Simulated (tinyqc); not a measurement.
Inside a calculation: metal-induced gap states at the contact of a metal chain and a two-band chain. Values are carried at full precision from step to step, so a last printed digit may differ when a step is redone from the rounded ones.

The semiconductor alternates sites A at -Eg/2 and C at +Eg/2 with hopping -t; the gap runs from -Eg/2 to Eg/2. In the gap cosh(q a) = 1 + (Eg^2/4 - E^2)/(2 t^2) and the amplitude changes by -exp(-q a) a period. The metal has site energy 0 and hopping -tm; its end site has g_m = (E - i sqrt(4 tm^2 - E^2))/(2 tm^2). Sites 1, 2, ... count into the semiconductor, with energies e1, e2 alternating. The clean half chain has g1 = 1/(E - e1 - t^2 g2), g2 = 1/(E - e2 - t^2 g1), decaying root. With the contact G11 = 1/(1/g1 - tc^2 g_m), and the density on site j is -Im G_jj/pi = |psi_j/psi_1|^2 (-Im G11/pi), per spin, with psi_2/psi_1 = -t g2, psi_3/psi_2 = -t g1.

Constants: e^2/(4 pi eps0) = 14.39964547 eV angstrom.

Values chosen for the exercise (gap and optical dielectric constant near those of Ge; the chain itself is a model; shifted at random, so the results belong to these values and not to a real crystal): Eg = 0.64 eV (gap); t = 2.18 eV (hopping in the semiconductor); a = 4 angstrom (period (two sites); one chain for each area a^2); E = -0.1 eV (energy from mid-gap); tm = 2.43 eV (hopping in the metal); tc = 1.67 eV (hopping across the contact); end = C (site that touches the metal); eps = 15.3 (dielectric constant).

## Decay in the gap

Form cosh(q a), l = exp(-q a), q and the decay length 1/(2q) of the density.

cosh(q a) = 1.00972
l = 0.86995
q = 0.03483 1/angstrom
xi, the decay length of the density = 14.355 angstrom

## Green functions

The decaying root is g1 = (1 - l)/(E - e1), g2 = (1 - l)/(E - e2), l = exp(-q a). Form them, g_m and G11.

g1, g2 (1/eV): -0.30965  0.59116

g_m = -0.00847-0.41144i 1/eV
G11 = -0.27651-0.09897i 1/eV

## Density site by site

D1 = -Im G11/pi, D2 = (t g2)^2 D1, and each further period multiplies by l^2. The sum over all sites is (D1 + D2)/(1 - l^2). The Green functions stand in the order g1, g2.

density on sites 1 to 8 (1/eV): 0.03150  0.05232  0.02384  0.03960  0.01804  0.02997  0.01366  0.02268

Ds, the density per spin summed over the semiconductor = 0.34468 1/eV

The first period holds 24 % of the gap states at this energy.

## Pinning factor

Gap states per area N = 2 Ds/a^2 (two spins). Charge in them sits a distance xi from the metal, so S = 1/(1 + 4 pi e^2 N xi/eps), e^2 meaning e^2/(4 pi eps0); S is the change of the barrier per change of the metal work function.

N = 4.309e+14 1/(eV cm^2)
4 pi e^2 N xi/eps = 7.3148
S = 0.1203

Strong pinning, near the Bardeen limit S = 0.

## Checks

- g1 from the closed form against decimation: both -0.309654.

Computed by tinyqc, a small Python program: `OMP_NUM_THREADS=1 python tinyqc.py 1451151 1451152 out.jsonl` (the numbers bound the seed that draws the inputs); one thread of a shared host (Intel(R) Xeon(R) Processor @ 2.30GHz), about 0.01 s for the whole set of steps.
